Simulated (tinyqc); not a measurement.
Rapid thermal processing of a wafer: radiative balance, ramp and cooling, pattern effects, pyrometer error and spike budget: one step, computed by the program tinyqc. Command: `OMP_NUM_THREADS=1 python tinyqc.py 3113562 3113563 out.jsonl rtp walk`. One thread of a shared host (Intel(R) Xeon(R) Processor @ 2.30GHz), about 0.05 s of CPU time with the checks.

The wafer is opaque and uniform through its thickness unless said otherwise; temperatures in formulas are in kelvin (C + 273.15). sigma = 5.670374419e-12 W/(cm^2 K^4).

Problem. Power to hold and to ramp. Effective emissivity between parallel grey plates: eps_eff = 1/(1/eps + 1/(1 - r) - 1). Loss per area q(T) = 2 eps_eff sigma (T^4 - T_w^4) + h (T - T_w). Absorbed power during a ramp = q(T) + C d x ramp rate; thermal time constant tau = C d/(dq/dT), dq/dT = 8 eps_eff sigma T^3 + h; natural cooling rate q/(C d); front-to-back difference under one-sided heating at the end of the ramp = (absorbed power) d/(2 k).

Inputs (values chosen for the exercise, modelled on a hot silicon wafer):
```
quantity                                              value         unit
wafer thickness d                                       725   micrometre
heat capacity per volume C                             2.25   J/(cm^3 K)
thermal conductivity k                                 0.29     W/(cm K)
emissivity eps of each face                             0.6            -
reflectivity of the chamber walls r                    0.83            -
gas heat-transfer coefficient h, both faces together    6.6  mW/(cm^2 K)
wall temperature T_w                                    500            K
process temperature                                     627            C
ramp rate                                                61          K/s
```

Give: eps_eff; holding power q; power at the end of the ramp; dq/dT; time constant tau; natural cooling rate; front-to-back difference.

Solution.

eps_eff = 0.15269

holding power q = 3.6697 W/cm^2

power at the end of the ramp = 13.620 W/cm^2

dq/dT = 11.652 mW/(cm^2 K)

time constant tau = 14.000 s

natural cooling rate = 22.496 K/s

front-to-back difference = 1.7025 K

Radiation carries 28 % of the loss. The ramp needs 3.7 times the holding power.
